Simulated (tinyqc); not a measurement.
Tunnelling through a two-layer gate stack, WKB transmission and Tsu-Esaki current: two steps of the calculation.

Electrons leave the emitter at x = 0. Energies E (motion across the layers) are in eV from the emitter Fermi level; the collector Fermi level lies at -V and offers states at every E. No charge in the dielectric and no image force: F1 = V/(t1 + t2 eps1/eps2), F2 = F1 eps1/eps2; U = phi1 - F1 x in layer 1 and phi2 - F1 t1 - F2 (x - t1) in layer 2. With C = hbar^2/(2 m0), kappa = sqrt(m (U - E)/C) where U > E and 0 elsewhere; T(E) = exp(-S), S = 2 times the integral of kappa over x.

Inputs (values chosen for the exercise); layer 1 close to aluminium oxide, layer 2 close to hafnium oxide: barrier of layer 1 above the emitter Fermi level at zero bias phi1 = 2.64 eV; tunnelling mass of layer 1 m1 = 0.39 m0; thickness of layer 1 t1 = 0.8 nm; relative permittivity of layer 1 eps1 = 9.12; barrier of layer 2 at zero bias phi2 = 1.51 eV; tunnelling mass of layer 2 m2 = 0.21 m0; thickness of layer 2 t2 = 2.6 nm; relative permittivity of layer 2 eps2 = 22; voltage across the dielectric V = 0.7 V; energy of the electron followed E = 0 eV; cells in each layer nc = 3.

Constants: q = 1.602176634e-19 C, hbar = 1.054571817e-34 J s, m0 = 9.1093837015e-31 kg, hbar^2/(2 m0) = 0.0380998212 eV nm^2. Results are converted to the units shown.

Task 1. WKB exponent by the midpoint rule. Cut each layer into nc equal cells, take U and kappa at the cell centres, and sum S = 2 sum kappa h.

Find: x; U; kappa; S; T(E).

Result 1.

```
cell  x (nm)  U (eV)  kappa (1/nm)
0     0.1333  2.5903        5.1493
1     0.4000  2.4909        5.0495
2     0.6667  2.3915        4.9477
3     1.2333  1.1448        2.5120
4     2.1000  1.0109        2.3605
5     2.9667  0.8770        2.1986
```

S = 20.335
T(E) = 1.4751e-9

Task 2. WKB exponent in closed form. Each layer adds (2/F) sqrt(m/C) [G(u at its left edge) - G(u at its right edge)] to S, with u = U - E (0 where negative) and G(u) = (2/3) u^1.5. The slope follows from 1/d = -dS/dE.

Give: S; T(E); energy d over which T(E) grows by a factor e.

Result 2.

S = 20.332
T(E) = 1.4787e-9
energy d over which T(E) grows by a factor e = 0.12946 eV

The midpoint rule gives S = 20.335, so its T(E) is 0.24 % below this value. The band edge stays above E through the whole stack: direct tunnelling through a trapezoid.

Numbers from tinyqc (`OMP_NUM_THREADS=1 python tinyqc.py 2540097 2540098 out.jsonl`; about 0.03 s on one thread of a shared Intel Xeon 2.30GHz).
